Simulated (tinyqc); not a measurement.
From results back to parameters: band folding and unfolding in a supercell of a chain. Three cases, with inputs chosen for the exercise.

Problem. A chain with hopping -t and site energies alternating +V, -V has E = -/+ sqrt(V^2 + 4 t^2 cos^2(ka)); the lower state has weight (1 + 2t cos(ka)/|E|)/2 on k and the rest on k + pi/a. The gap at ka = pi/2 and the full spread at k = 0 come from hidden t and V.

Find: V, t; weight of the lowest state on k = 0.

Method. The gap is 2V and the spread 2 sqrt(V^2 + 4t^2).

Case 1.

values (eV): gap 2.18000, spread at k = 0 5.86055

Solution.

V, t (eV): 1.090  1.360

weight of the lowest state on k = 0 = 0.9641

Case 2.

values (eV): gap 1.24000, spread at k = 0 5.38472

Solution.

V, t (eV): 0.620  1.310

weight of the lowest state on k = 0 = 0.9866

Case 3.

values (eV): gap 1.70000, spread at k = 0 6.46743

Solution.

V, t (eV): 0.850  1.560

weight of the lowest state on k = 0 = 0.9824

Computed by tinyqc, one run a case: `OMP_NUM_THREADS=1 python tinyqc.py N N+1 out.jsonl` with N = 1451486, 1451635, 1451663; one thread of a shared Intel(R) Xeon(R) Processor @ 2.30GHz, about 0.01 s a run at most.
